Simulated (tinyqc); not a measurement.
# Worked calculation: electron mobility in a silicon inversion layer, empirical terms and Matthiessen rule

Numbers from tinyqc (`OMP_NUM_THREADS=1 python tinyqc.py 2510060 2510061 out.jsonl`; about 0.01 s on one thread of a shared Intel Xeon 2.30GHz). Printed values are rounded.

Inversion layer of sheet density Ns on a uniformly doped body. The mobility terms are empirical power laws with prefactors chosen for the exercise; adding their inverses (Matthiessen) is itself an approximation.

Parameters, values chosen for the exercise; material values close to those of silicon:
```
symbol,value,unit,meaning
T,350,K,temperature
Eg,1.12,eV,band gap
eps_r,11.9,,relative permittivity of the semiconductor
Nc,3.49e19,cm^-3,conduction-band density of states at T
Nv,3.39e19,cm^-3,valence-band density of states at T
Nb,6.6e17,cm^-3,body doping
Vsb,0.6,V,reverse body bias
eta,0.5,,weight of the inversion charge in the effective field
Cox,2,uF/cm^2,gate capacitance
Ap,421,cm^2/(V s),phonon-limited mobility at 1 MV/cm and 300 K
As,984,cm^2/(V s),roughness-limited mobility at 1 MV/cm
gs,2,,exponent of the roughness term
Ac,1900,cm^2/(V s),Coulomb prefactor
Nit,1.8e11,cm^-2,charge at the interface
Ns,5.7e12,cm^-2,inversion density
WL,20,,ratio W/L
Vd,0.05,V,drain voltage
I,193,uA,measured linear current
```

Constants: q = 1.602176634e-19 C, kB = 1.380649e-23 J/K, Vt = kB T/q, eps0 = 8.8541878128e-14 F/cm where lengths are in cm. Results are converted to the units shown.

## Depletion charge and effective field

ni = sqrt(Nc Nv) exp(-Eg/(2 Vt)), Eg in volts; Ndep = sqrt(2 eps0 eps_r Nb (2 Vt ln(Nb/ni) + Vsb)/q); E = q (Ndep + eta Ns)/(eps0 eps_r), in MV/cm.

ni = 2.970759e11 cm^-3
Ndep = 3.586193e12 cm^-2
E = 0.9786868 MV/cm

The depletion charge gives 55.7 % of the field.

## Mobility terms and their sum

With t = T/(300 K): muC = Ac (Ns/1e12 cm^-2) t/(Nb/1e17 cm^-3 + Nit/1e11 cm^-2), muP = Ap E^(-1/3) t^(-1.75), muS = As E^(-gs); 1/mu is the sum of the inverses.

terms (cm^2/(V s)): Coulomb 1504.167, phonon 323.7755, roughness 1027.324
mu = 211.5604 cm^2/(V s)
shares of 1/mu (%): Coulomb 14.06496, phonon 65.34170, roughness 20.59334

The phonon term limits most.

## Iteration 1: inversion density for the measured current

Ns at the start = 8.5e12 cm^-2

I = (W/L) q Ns mu Vd. E = q (Ndep + eta Ns)/(eps0 eps_r) in MV/cm. With t = T/(300 K): muC = Ac (Ns/1e12 cm^-2) t/(Nb/1e17 cm^-3 + Nit/1e11 cm^-2), muP = Ap E^(-1/3) t^(-1.75), muS = As E^(-gs); 1/mu is the sum of the inverses. Ns(new) = I/((W/L) q mu Vd).

E = 1.191571 MV/cm
mu = 192.7998 cm^2/(V s)
Ns after iteration 1 = 6.247991e12 cm^-2

## Iteration 2: inversion density for the measured current

As before.

E = 1.020351 MV/cm
mu = 208.4925 cm^2/(V s)
Ns after iteration 2 = 5.777719e12 cm^-2

## Course of the iteration: inversion density for the measured current

Stop when Ns changes by less than 1e5 cm^-2, or after 120 iterations.

Course of the iteration:
```
iteration,Ns (cm^-2),|change| (cm^-2)
1,6.247991e12,2.25e12
2,5.777719e12,4.70e11
3,5.704837e12,7.29e10
4,5.694603e12,1.02e10
5,5.693191e12,1.41e9
6,5.692997e12,1.94e8
7,5.692970e12,2.68e7
8,5.692966e12,3.68e6
9,5.692966e12,5.07e5
10,5.692965e12,6.97e4
```

Converged in 10 iterations. At the end each change is about 0.14 times the one before: linear convergence.

## Split C-V extraction

```
point,Vg (V),Cgc (uF/cm^2),I (uA)
0,0.2,3.737158e-4,2.625229e-7
1,0.3,0.007189792,9.739354e-5
2,0.4,0.1302259,0.03336767
3,0.5,1.146945,4.275800
4,0.6,1.925803,38.01322
5,0.7,1.996016,87.01389
6,0.8,1.999793,133.9060
7,0.9,1.999989,175.6233
8,1,1.999999,211.9268
9,1.1,2.000000,243.1814
10,1.2,2.000000,269.8932
11,1.3,2.000000,292.5783
12,1.4,2,311.7202
```

Q(Vg) is the trapezoid sum of Cgc from the first point (where Q is taken as 0); mu_eff = I/((W/L) Q Vd); mu_FE = (dI/dVg)/((W/L) Cox Vd) with a backward difference. Listed from point 4 on.

```
point,Q (uC/cm^2),mu_eff (cm^2/(V s)),mu_FE (cm^2/(V s))
4,0.2247449,169.1394,168.6871
5,0.4208359,206.7644,245.0033
6,0.6206263,215.7595,234.4607
7,0.8206155,214.0141,208.5862
8,1.020615,207.6462,181.5179
9,1.220615,199.2286,156.2727
10,1.420615,189.9834,133.5591
11,1.620615,180.5354,113.4257
12,1.820615,171.2170,95.70944
```

At the last point mu_FE is 44 % below mu_eff: where the mobility falls with gate voltage the slope of I understates it.
